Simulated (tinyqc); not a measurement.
# Double-gate transistor, scale length and short-channel effects: several studies

A body of thickness ts between two insulators of thickness ti and two tied gates. Below threshold the potential that source and drain add obeys Laplace's equation and vanishes on the gate. Its lowest mode decays along the channel as exp(-k y); k is the smallest positive root of the matching condition at the interface, and the scale length is Lambda = pi/k.

Parameters, values chosen for the exercise; permittivities: semiconductor close to that of silicon, insulator close to that of zirconium oxide: temperature T = 300 K; relative permittivity of the semiconductor eps_r = 11.5; relative permittivity of the insulator ei = 24.5; insulator thickness ti = 10 nm; body thickness ts = 10.9 nm; channel length L = 58 nm; potential of the source Vbi = 0.9 V; potential of the barrier top at threshold sT = 0.73 V; drain voltage Vds = 1 V.

Constants: q = 1.602176634e-19 C, kB = 1.380649e-23 J/K, Vt = kB T/q. Results are converted to the units shown.

Each table varies one quantity; the others keep the values above.

## Effect of the insulator thickness

k is the smallest positive root of f(k) = ei cos(k ti) cos(k ts/2) - eps_r sin(k ti) sin(k ts/2). Along the channel psi(y) = s + a exp(y/l) + b exp(-y/l) with psi(0) = Vbi, psi(L) = Vbi + Vds and l = 1/k = Lambda/pi; with A = Vbi - s, B = A + Vds, x = exp(-L/l): a = (B - A x) x/(1 - x^2), b = (A - B x)/(1 - x^2). The minimum is s + 2 sqrt(a b), at y = (l/2) ln(b/a). The long-channel potential follows the gate as s = sT + (Vg - VTL)/m, and the threshold VT is the gate voltage at which the minimum equals sT. Swing = m Vt ln 10/g at threshold, g = d(minimum)/ds = 1 - (b x + a)/((1 + x) sqrt(a b)). DIBL = [VT(0.05 V) - VT(Vds)]/(Vds - 0.05 V). sT and Vbi are held fixed; m = 1.

Result of one run:

| ti (nm) | Lambda (nm) | L/Lambda | VT - VTL at Vds (mV) | DIBL (mV/V) | swing (mV/decade) |
|---|---|---|---|---|---|
| 9.5 | 24.84 | 2.335 | -24.56 | 14.90 | 64.26 |

What becomes of these results when the insulator thickness ti is changed from 9.5 to 4.3 nm, all else the same?

Result of the changed run:

| ti (nm) | Lambda (nm) | L/Lambda | VT - VTL at Vds (mV) | DIBL (mV/V) | swing (mV/decade) |
|---|---|---|---|---|---|
| 4.3 | 15.87 | 3.655 | -2.891 | 1.728 | 60.10 |

The whole series:

| ti (nm) | Lambda (nm) | L/Lambda | VT - VTL at Vds (mV) | DIBL (mV/V) | swing (mV/decade) |
|---|---|---|---|---|---|
| 3.3 | 14.47 | 4.007 | -1.656 | 0.9888 | 59.86 |
| 4.3 | 15.87 | 3.655 | -2.891 | 1.728 | 60.10 |
| 5.6 | 17.89 | 3.241 | -5.585 | 3.345 | 60.64 |
| 7.3 | 20.80 | 2.788 | -11.61 | 6.984 | 61.81 |
| 9.5 | 24.84 | 2.335 | -24.56 | 14.90 | 64.26 |
| 12 | 29.60 | 1.959 | -47.07 | 28.92 | 68.33 |
| 16 | 37.41 | 1.550 | -100.8 | 63.23 | 77.41 |

As ti goes from 3.3 to 16 nm, Lambda rises from 14.5 to 37.4 nm, DIBL rises from 0.989 to 63.2 mV/V and the swing rises from 59.9 to 77.4 mV a decade. On average Lambda goes as ti^(0.60).

## A higher permittivity at fixed equivalent oxide thickness

Same model as above.

The equivalent oxide thickness 3.9 ti/ei is held at 1.6 nm, so ti = 1.6 ei/3.9 nm.

A higher permittivity at fixed equivalent oxide thickness:

| ei | ti (nm) | Lambda (nm) | L/Lambda | DIBL (mV/V) | swing (mV/decade) |
|---|---|---|---|---|---|
| 3.9 | 1.600 | 19.06 | 3.043 | 4.606 | 61.04 |
| 5 | 2.051 | 19.16 | 3.027 | 4.728 | 61.08 |
| 7.5 | 3.077 | 19.49 | 2.975 | 5.141 | 61.22 |
| 10 | 4.103 | 19.97 | 2.904 | 5.775 | 61.42 |
| 15 | 6.154 | 21.41 | 2.709 | 7.955 | 62.11 |
| 20 | 8.205 | 23.50 | 2.468 | 11.89 | 63.34 |
| 25 | 10.26 | 26.16 | 2.217 | 18.29 | 65.27 |
| 35 | 14.36 | 32.62 | 1.778 | 40.50 | 71.51 |

Read the table: what changes, and by how much?

As ei goes from 3.9 to 35, Lambda rises from 19.1 to 32.6 nm, DIBL rises from 4.61 to 40.5 mV/V and the swing rises from 61.0 to 71.5 mV a decade. The ratio ei/ti is the same in every row, yet the insulator grows from 1.60 to 14.4 nm, and drain fields reach the channel sideways through it.

## Effect of the channel length

Same model as above.

The same in every row: Lambda (nm) = 25.78.

Effect of the channel length:

| L (nm) | L/Lambda | VT - VTL at Vds = 0.05 V (mV) | VT - VTL at Vds (mV) | DIBL (mV/V) | swing (mV/decade) |
|---|---|---|---|---|---|
| 28 | 1.086 | -105.1 | -273.4 | 177.2 | 103.8 |
| 34 | 1.319 | -63.88 | -161.8 | 103.0 | 87.06 |
| 40 | 1.552 | -40.64 | -100.5 | 63.06 | 77.37 |
| 48 | 1.862 | -23.20 | -56.06 | 34.59 | 69.90 |
| 57 | 2.211 | -12.78 | -30.33 | 18.47 | 65.32 |
| 68 | 2.638 | -6.338 | -14.84 | 8.948 | 62.43 |
| 82 | 3.181 | -2.651 | -6.154 | 3.687 | 60.75 |
| 97 | 3.763 | -1.054 | -2.438 | 1.456 | 60.01 |
| 120 | 4.655 | -0.2585 | -0.5966 | 0.3558 | 59.65 |

From L = 28 to 120 nm, DIBL falls from 177 to 0.356 mV/V and the swing falls from 104 to 59.6 mV a decade (long-channel value 59.5). Between the last two rows the threshold shift at Vds decays with a length of 16.3 nm, against 2 Lambda/pi = 16.4 nm for a shift that goes as exp(-pi L/(2 Lambda)). DIBL first drops below 100 mV/V at L = 40 nm among the rows, L/Lambda = 1.6. For L = 28 to 34 nm L is under 1.5 Lambda, where higher modes, left out of the one-mode potential, count.

Program tinyqc, `OMP_NUM_THREADS=1 python tinyqc.py 2420053 2420054 out.jsonl`; Intel Xeon 2.30GHz, shared host, one thread, about 0.01 s.
